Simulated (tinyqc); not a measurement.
## Electron continuity equation in a given potential, Scharfetter-Gummel discretisation: three discretisations compared

Steady state in one dimension: J = q mu n E + q D dn/dx with E = -dpsi/dx and D = mu Vt, dJ/dx = q (n/tau - G), fixed densities nL and nR at the ends. The potential is given, psi = U (x/L)^2, and is not changed by the electrons.

8 equal intervals. Fluxes J_i = (q D/h)(n_(i+1) P_i - n_i Q_i), d_i = (psi_(i+1) - psi_i)/Vt: Scharfetter-Gummel P = B(d), Q = B(-d), B(d) = d/(exp(d) - 1); central P = 1 - d/2, Q = 1 + d/2; upwind P = 1 + max(-d, 0), Q = 1 + max(d, 0). Balance at each inner node: J_i - J_(i-1) = q h (n_i/tau - G). The reference is Scharfetter-Gummel on 1600 intervals.

Values chosen for this exercise; mobility close to that of indium arsenide at room temperature:
```
symbol,value,unit,meaning
T,250,K,temperature
mu,30000,cm^2/(V s),electron mobility
L,8.5,um,length of the region
nL,1.8e14,cm^-3,density at x = 0
nR,1.4e15,cm^-3,density at x = L
tau,2e-10,s,lifetime
G,0,cm^-3 s^-1,uniform generation rate
U,-0.2,V,potential difference psi(L) - psi(0)
```

Constants: q = 1.602176634e-19 C, kB = 1.380649e-23 J/K, Vt = kB T/q. Results are converted to the units shown.

Densities (cm^-3):
```
node  Scharfetter-Gummel    central     upwind  reference
0              1.8000e14  1.8000e14  1.8000e14  1.8000e14
1              1.7341e15  1.7719e15  1.5877e15  1.7461e15
2              2.6199e15  2.6894e15  2.3443e15  2.6369e15
3              2.7449e15  2.8160e15  2.5073e15  2.7596e15
4              2.4488e15  2.4908e15  2.3359e15  2.4583e15
5              2.0761e15  2.0883e15  2.0561e15  2.0812e15
6              1.7754e15  1.7751e15  1.7877e15  1.7777e15
7              1.5586e15  1.5572e15  1.5690e15  1.5594e15
8              1.4000e15  1.4000e15  1.4000e15  1.4000e15
```

What do the numbers show?

Largest errors as a share of the largest reference density listed: Scharfetter-Gummel 0.61 %, central 2.0 %, upwind 11 %. The largest |d| is 2.18. Upwinding stays positive but acts as if D were larger by the factor 1 + |d|/2, up to 2.09 here.

Range of the model: The drift velocity mu E exceeds 1e7 cm/s somewhere, where real mobilities no longer stay constant.

Numbers from tinyqc (`OMP_NUM_THREADS=1 python tinyqc.py 2220037 2220038 out.jsonl`; about 0.01 s on one thread of a shared Intel Xeon 2.30GHz).
